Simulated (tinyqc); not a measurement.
Shrinking the mesa: defect, radiative and Auger recombination at equal electron and hole densities (ABC model).

J/(e d) = Ae n + B n^2 + C n^3 with Ae = A + 4 S/w (four side walls, carriers spread evenly), e = 1.602176634e-19 C, lengths in cm; internal efficiency IQE = B n^2/(Ae n + B n^2 + C n^3); all injected carriers recombine in the layer.

Values chosen for the exercise (orders of magnitude like those quoted for GaN; the results hold for these values, not for the real material):
```
symbol  value     unit    meaning
A       11000000  1/s     defect rate
B       1.5e-12   cm^3/s  radiative coefficient
C       1.2e-31   cm^6/s  Auger coefficient
d       3.1       nm      active thickness
S2      19000     cm/s    recombination velocity of the side walls in this comparison
J       48        A/cm^2  current density
```

S = S2; w takes the values listed.

Results:
```
w (micrometre)  Ae (1/s)  IQE_max  J at the peak (A/cm^2)  IQE at J
200             1.48e+07    0.360                    25.5     0.350
100             1.86e+07    0.334                    34.6     0.331
50              2.62e+07    0.297                    54.7     0.297
20              4.90e+07    0.236                     129     0.211
10              8.70e+07    0.188                     287     0.121
5               1.63e+08    0.145                     698    0.0474
2               3.91e+08   0.0987                2.46e+03   0.00927
1               7.71e+08   0.0723                6.62e+03   0.00243
```

The walls equal the bulk defect rate at w = 4 S/A = 69.1 micrometre. From 200 to 1 micrometre the peak efficiency falls from 0.36 to 0.0723 and moves to a current 259 times higher; at the fixed J the efficiency goes from 0.35 to 0.00243. For large w diffusion to the walls, left out here, would limit the loss.

(tinyqc, `OMP_NUM_THREADS=1 python tinyqc.py 1651021 1651022 out.jsonl`, Intel(R) Xeon(R) Processor @ 2.30GHz, 1 thread, shared host, about 0.01 s.)
